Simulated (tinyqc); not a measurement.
# Core-level spacing from the offsets

Question. For an overlayer B on a substrate A, dEv = (iB - iA) - (cB - vB) + (cA - vA) in binding energies, and dEc + dEv = EgB - EgA. Find dEv and the spacing iB - iA that a thin film must show.

Inputs (values chosen for the exercise):

| symbol | value | unit | meaning |
|---|---|---|---|
| EgA | 3.22 | eV | gap of the substrate A |
| EgB | 5.91 | eV | gap of the overlayer B |

dEc = 1.6873214 eV
cA - vA = 65.202679 eV
cB - vB = 66.88 eV

Solution. The gaps give dEv, and the Kraut relation is solved for the spacing.

dEv = 1.0027 eV
iB - iA = 2.6800 eV

tinyqc, about 0.01 s, one thread, Intel Xeon 2.30GHz (shared host): `OMP_NUM_THREADS=1 python tinyqc.py 2410086 2410087 out.jsonl`
